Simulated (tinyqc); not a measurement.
Inside a calculation. Method: tight binding, kagome lattice. Computed by tinyqc, a small Python program that keeps every step. Settings: t1 = 0.5, t2 = 1.56, delta = 0, bands filled = 2. Command: `OMP_NUM_THREADS=1 python tinyqc.py 21467 21468 out.jsonl` (the two numbers bound the seeds that draw the settings). One thread of a shared host (Intel(R) Xeon(R) Processor @ 2.60GHz), about 0.01 s of CPU time with the checks.

## Bloch Hamiltonian at k

Parameters chosen for this model:
```
parameter     value                unit
t1         0.500000    eV, up triangles
t2         1.560000  eV, down triangles
delta             0        eV on site C
```

k point k (fractions of the reciprocal vectors): [-0.24000, 0.21000]

H_AB = -t1 - t2 exp(-i k.a1), H_AC = -t1 - t2 exp(-i k.a2), H_BC = -t1 - t2 exp(i k.(a1 - a2)), H_CC = delta.

H(k) at k (eV), order A, B, C:
$$\begin{pmatrix}
0.00000 & -0.59795-1.55692i & -0.88796+1.51099i \\
-0.59795+1.55692i & 0.00000 & 0.98365+0.48207i \\
-0.88796-1.51099i & 0.98365-0.48207i & 0.00000
\end{pmatrix}$$

## Levels at k

Diagonalise the Hermitian matrix.

eigenvalues (eV): [-2.99732, 0.93732, 2.06000]

weights |c|^2 of the basis functions, order A, B, C:
$$\begin{pmatrix}
0.39118 & 0.07275 & 0.53607 \\
0.29712 & 0.49645 & 0.20643 \\
0.31170 & 0.43080 & 0.25751
\end{pmatrix}$$

## Bloch Hamiltonian at K

k point K (fractions of the reciprocal vectors): [0.33333, 0.66667]

As before.

H(k) at K (eV), order A, B, C:
$$\begin{pmatrix}
0.00000 & 0.28000+1.35100i & 0.28000-1.35100i \\
0.28000-1.35100i & 0.00000 & 0.28000+1.35100i \\
0.28000+1.35100i & 0.28000-1.35100i & 0.00000
\end{pmatrix}$$

## Levels at K

As before.

eigenvalues (eV): [-2.62000, 0.56000, 2.06000]

weights |c|^2 of the basis functions, order A, B, C:
$$\begin{pmatrix}
0.33333 & 0.33333 & 0.33333 \\
0.33333 & 0.33333 & 0.33333 \\
0.33333 & 0.33333 & 0.33333
\end{pmatrix}$$

## Bands along a path

The same steps at evenly spaced points between the labelled ones.

Bands along the path (eV):
```
k            band 1   band 2   band 3
G          -4.12000  2.06000  2.06000
G-K 0.25   -3.91965  1.85965  2.06000
G-K 0.50   -3.40657  1.34657  2.06000
G-K 0.75   -2.84882  0.78882  2.06000
K          -2.62000  0.56000  2.06000
K-M 0.25   -2.66154  0.60154  2.06000
K-M 0.50   -2.74642  0.68642  2.06000
K-M 0.75   -2.82037  0.76037  2.06000
M          -2.84882  0.78882  2.06000
M-K' 0.25  -2.82037  0.76037  2.06000
M-K' 0.50  -2.74642  0.68642  2.06000
M-K' 0.75  -2.66154  0.60154  2.06000
K'         -2.62000  0.56000  2.06000
```

With 2 band(s) filled, the highest filled level on these points lies at G and the lowest empty one at K: the bands touch or overlap, so there is no gap.
